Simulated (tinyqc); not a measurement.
Thin-film transistor with exponential tail and deep states, accumulation layer: two steps of the calculation.

An undoped film in accumulation, thicker than the space-charge layer. With band bending psi the Fermi level lies E0 - psi below the band edge. Free electrons n = n0 exp(psi/Vt) carry the current; electrons in two exponential distributions of traps, a = a0 exp(psi/Va) and d = d0 exp(psi/Vp), do not. Linear regime, ohmic contacts, traps in equilibrium.

Parameters, values chosen for the exercise; values close to those of an organic semiconductor:
- T = 300 K (temperature)
- eps_r = 3.2 (relative permittivity of the semiconductor)
- Nc = 7.4e19 cm^-3 (density of extended states)
- Nt = 8.4e19 cm^-3 (total density of tail states)
- Tt = 520 K (characteristic temperature of the tail)
- Nd = 3.8e17 cm^-3 (total density of deep states)
- Td = 1400 K (characteristic temperature of the deep states)
- E0 = 0.43 eV (bulk Fermi level below the band edge)
- Ci = 100 nF/cm^2 (gate capacitance)
- Vg = 4.4 V (gate voltage above flat band)

Constants: q = 1.602176634e-19 C, kB = 1.380649e-23 J/K, Vt = kB T/q, eps0 = 8.8541878128e-14 F/cm where lengths are in cm. Results are converted to the units shown.

Question 1. Bulk densities. Va = kB Tt/q, Vp = kB Td/q; n0 = Nc exp(-E0/Vt), a0 = Nt th(T/Tt) exp(-E0/Va), d0 = Nd th(T/Td) exp(-E0/Vp), th(x) = pi x/sin(pi x).

Find: Va; Vp; th(T/Tt); n0; a0; d0.

Answer 1.

Va = 0.04481 V
Vp = 0.1206 V
th(T/Tt) = 1.867
n0 = 4.421e12 cm^-3
a0 = 1.066e16 cm^-3
d0 = 1.162e16 cm^-3

Question 2. Surface potential by Newton steps. Va = kB Tt/q, Vp = kB Td/q. G(psi) = sum over the three kinds of c0 [V (exp(psi/V) - 1) - psi], field F = sqrt(2 q G/(eps0 eps_r)); Vg = psi + eps0 eps_r F/Ci at the surface. f = psi + eps0 eps_r F/Ci - Vg, f' = 1 + q rho/(Ci F) with rho = sum c0 (exp(psi/V) - 1); psi(new) = psi - f/f'.

psi after iteration 1 = 0.38685976 V
n0 = 4.4212966e12 cm^-3
a0 = 1.0662155e16 cm^-3
d0 = 1.1618912e16 cm^-3

Give: F; f; f'; psi after iteration 2.

Answer 2.

F = 1863 kV/cm
f = 1.264 V
f' = 64.73
psi after iteration 2 = 0.3673 V

Program tinyqc, `OMP_NUM_THREADS=1 python tinyqc.py 2610101 2610102 out.jsonl`; Intel Xeon 2.30GHz, shared host, one thread, about 0.03 s.
